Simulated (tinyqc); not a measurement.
Minority-electron transport through the base of a bipolar transistor (Moll-Ross and Kroemer integrals): one step, computed by the program tinyqc.

Low injection, one dimension, x from the emitter edge (0) to the collector edge (W), s = x/W. Recombination is treated as a small correction (valid for tau_B well below tau_n), computed from the stored charge.

Task: Profile and built-in field. N(x) = N_0 (ratio)^(-s^2); n_i(x) = n_i; D(x) = (k_B T/e) mu, mu = mu_min + (mu_max - mu_min)/(1 + (N/N_ref)^0.7). Field that drives electrons towards the collector, averaged over the base: (k_B T/e) ln[N_0 n_i(W)^2/(N(W) n_i^2)]/W.

Inputs (values chosen for the exercise, modelled on InP):

| quantity | value | unit |
|---|---|---|
| base doping at the emitter edge N_0 | 7.8e+17 | 1/cm^3 |
| base width W | 22 | nm |
| mu_min | 700 | cm^2/(V s) |
| mu_max | 4300 | cm^2/(V s) |
| N_ref | 2.6e+17 | 1/cm^3 |
| temperature T | 300 | K |
| doping ratio N_0/N(W) | 93 | - |

Base doping profile: Gaussian. Gap grading: none. Exit of the base: saturation velocity.

Constants: k_B = 8.617333262e-05 eV/K.

Give: Across the base; drift factor eta (potential drop in k_B T/e); mean built-in field.

Result:

Across the base:

| s | N (1/cm^3) | n_i(x)^2/n_i^2 | D (cm^2/s) | y (s/cm^5) |
|---|---|---|---|---|
| 0.0 | 7.800e+17 | 1 | 47.6 | 1.640e+16 |
| 0.2 | 6.507e+17 | 1 | 50.2 | 1.297e+16 |
| 0.4 | 3.777e+17 | 1 | 58.6 | 6.447e+15 |
| 0.6 | 1.526e+17 | 1 | 73.2 | 2.084e+15 |
| 0.8 | 4.288e+16 | 1 | 90.6 | 4.732e+14 |
| 1.0 | 8.387e+15 | 1 | 103.4 | 8.107e+13 |

drift factor eta (potential drop in k_B T/e) = 4.533

mean built-in field = 53.26 kV/cm
